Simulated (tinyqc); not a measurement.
# p-type polysilicon, carrier trapping at grain boundaries: effect of the grain size

One-dimensional grains of size Lg, uniform ionised doping N, monovalent traps Qt at each boundary at a depth Et below (for electrons) or above (for holes) the band edge there, abrupt depletion of width W on each side of a boundary, Boltzmann statistics. xi is the distance from the band edge at the grain centre to the Fermi level. Trapped charge Qt/(1 + exp((xi + VB - Et)/Vt)) = 2 N W, barrier VB = q N W^2/(2 eps0 eps_r).

If the trap equation with xi = Vt ln(NB/N) has a root W < Lg/2, the grain is partly depleted; otherwise W = Lg/2 and the trap equation gives xi = Et - VB + Vt ln(Qt/(N Lg) - 1). N* = Qt/Lg. n0 = NB exp(-xi/Vt); mean density n0 (1 - 2 W/Lg) by charge balance in a partly depleted grain, and n0 (sqrt(pi)/2) erf(u)/u with u = sqrt(VB/Vt) in a fully depleted one; v = sqrt(kB T/(2 pi ms m0)); barrier resistivity Vt exp(VB/Vt)/(q fe n0 v Lg); grain resistivity (1 - 2 W/Lg)/(q n0 mug); effective mobility 1/(q mean density total resistivity). Rows with xi above 0.45 V, towards mid-gap, are left out, since the other carrier type is ignored.

Inputs (values chosen for the exercise); values of the order met in polycrystalline silicon:
- T = 300 K (temperature)
- eps_r = 11.7 (relative permittivity)
- NB = 2.65e19 cm^-3 (valence-band density of states at T)
- Qt = 3.2e12 cm^-2 (trap density of a grain boundary)
- Et = 0.42 eV (depth of the trap level from the majority band edge at the boundary)
- ms = 0.28 m0 (mass for thermionic emission)
- fe = 1 (correction factor of the emission rate)
- mug = 49 cm^2/(V s) (mobility inside the grains)
- N = 4.8e17 cm^-3 (doping)

Constants: q = 1.602176634e-19 C, kB = 1.380649e-23 J/K, m0 = 9.1093837015e-31 kg, Vt = kB T/q, eps0 = 8.8541878128e-14 F/cm where lengths are in cm. Results are converted to the units shown.

Result of one run:

| N/N* | depleted share 2 W/Lg | VB (V) | xi (V) | mean density (cm^-3) | resistivity (ohm cm) | effective mobility (cm^2/(V s)) |
|---|---|---|---|---|---|---|
| 1.4100 | 0.58139 | 0.27715 | 0.10370 | 2.0094e17 | 318.60 | 0.097496 |

Which grain size Lg gave this result: 17, 31, 94 or 500 nm?

Lg = 94 nm.

The whole series:

| Lg (nm) | N/N* | depleted share 2 W/Lg | VB (V) | xi (V) | mean density (cm^-3) | resistivity (ohm cm) | effective mobility (cm^2/(V s)) |
|---|---|---|---|---|---|---|---|
| 17 | 0.25500 | 1.0000 | 0.026818 | 0.42090 | 1.6657e12 | 23399 | 160.14 |
| 31 | 0.46500 | 1.0000 | 0.089177 | 0.33445 | 3.0176e13 | 5053.3 | 40.931 |
| 53 | 0.79500 | 1.0000 | 0.26066 | 0.12430 | 6.0375e16 | 662.44 | 0.15606 |
| 94 | 1.4100 | 0.58139 | 0.27715 | 0.10370 | 2.0094e17 | 318.60 | 0.097496 |
| 160 | 2.4000 | 0.34156 | 0.27715 | 0.10370 | 3.1605e17 | 187.29 | 0.10544 |
| 290 | 4.3500 | 0.18845 | 0.27715 | 0.10370 | 3.8954e17 | 103.45 | 0.15488 |
| 500 | 7.5000 | 0.10930 | 0.27715 | 0.10370 | 4.2754e17 | 60.112 | 0.24286 |

As Lg goes from 17 to 500, VB rises from 0.0268 to 0.277 V, the resistivity falls from 23400 to 60.1 ohm cm and the effective mobility goes from 160 through a minimum of 0.0975 (at Lg = 94 among the rows listed) to 0.243 cm^2/(V s). For Lg = 53 the grain is near the changeover between partial and full depletion, within a few Debye lengths, where both limits are rough. For Lg = 17 the effective mobility exceeds mug, since drift through the depleted part of the grain is left out.

Numbers from tinyqc (`OMP_NUM_THREADS=1 python tinyqc.py 2830122 2830123 out.jsonl`; about 0.01 s on one thread of a shared Intel Xeon 2.30GHz).
